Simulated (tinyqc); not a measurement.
# Two-diode model of a solar cell, step by step

Computed by the program tinyqc: `OMP_NUM_THREADS=1 python tinyqc.py 2280046 2280047 out.jsonl`, one thread of a shared Intel Xeon 2.30GHz, about 0.01 s for the whole run. Printed values are rounded.

J is the current delivered and Vj = V + J Rs the junction voltage. J = X JL - J01 (exp(Vj/(n1 Vt)) - 1) - J02 (exp(Vj/(2 Vt)) - 1) - Vj/Rp. The photocurrent does not depend on voltage.

Parameters, values chosen for the exercise; values of the order met in cells of a lead-halide perovskite:
```
symbol,value,unit,meaning
T,348,K,temperature
JL,23.3,mA/cm^2,photocurrent at one sun
X,1,suns,concentration
J01,2.2e-17,A/cm^2,saturation current of the first diode
n1,1,,ideality factor of the first diode
Rs,1.7,ohm cm^2,series resistance
Rp,5000,ohm cm^2,shunt resistance
Pin,100,mW/cm^2,incident power at one sun
J02,1.4e-9,A/cm^2,saturation current of the second diode (ideality 2)
```

Constants: q = 1.602176634e-19 C, kB = 1.380649e-23 J/K, Vt = kB T/q. Results are converted to the units shown.

## Starting value

Vj = 0.89 V.

Vj at the start = 0.89 V

## Iteration 1: new Vj

Maximum power: dP/dVj = f = J (1 + 2 Rs G) - G Vj = 0. G = -dJ/dVj = J01 exp(Vj/(n1 Vt))/(n1 Vt) + J02 exp(Vj/(2 Vt))/(2 Vt) + 1/Rp. H = dG/dVj; f' = -2 G - 2 Rs G^2 + (2 Rs J - Vj) H; Vj(new) = Vj - f/f'.

J = 19.0551 mA/cm^2
G = 0.0708493 S/cm^2
H = 1.27270 S/(cm^2 V)
f = -39.4106 mA/cm^2
f' = -1.20901 S/cm^2
Vj after iteration 1 = 0.857403 V

## Iteration 2: new Vj

As before.

J = 20.8083 mA/cm^2
G = 0.0398432 S/cm^2
H = 0.692929 S/(cm^2 V)
f = -10.5345 mA/cm^2
f' = -0.630179 S/cm^2
Vj after iteration 2 = 0.840686 V

## Course of the iteration

Stop when the step is below 1e-10 V, or after 60 iterations.

Course of the iteration:
```
iteration	Vj before the step (V)	step (V)
1	0.89	-0.0326
2	0.857403	-0.0167
3	0.840686	-3.36e-3
4	0.837322	-1.13e-4
5	0.837209	-1.21e-7
6	0.837209	-1.40e-13
```

Converged in 6 iterations.

## Figures of merit

Jsc at V = 0, Voc at J = 0, the maximum power point where J (1 + 2 Rs G) = G Vj with G = -dJ/dVj; FF = Vmp Jmp/(Voc Jsc); efficiency Vmp Jmp/(X Pin). Empirical fill factor without parasitics FF0 = (v - ln(v + 0.72))/(v + 1), v = Voc/(n1 Vt).

Jsc = 23.2921 mA/cm^2
Voc = 0.985138 V
Vmp = 0.800681 V
Jmp = 21.4874 mA/cm^2
FF = 0.749786
efficiency = 17.2045 %
FF0 = 0.866660

FF is 13 % below FF0. Removing one loss at a time changes the efficiency by: second diode +2.84, series resistance +0.79, shunt +0.13 points.
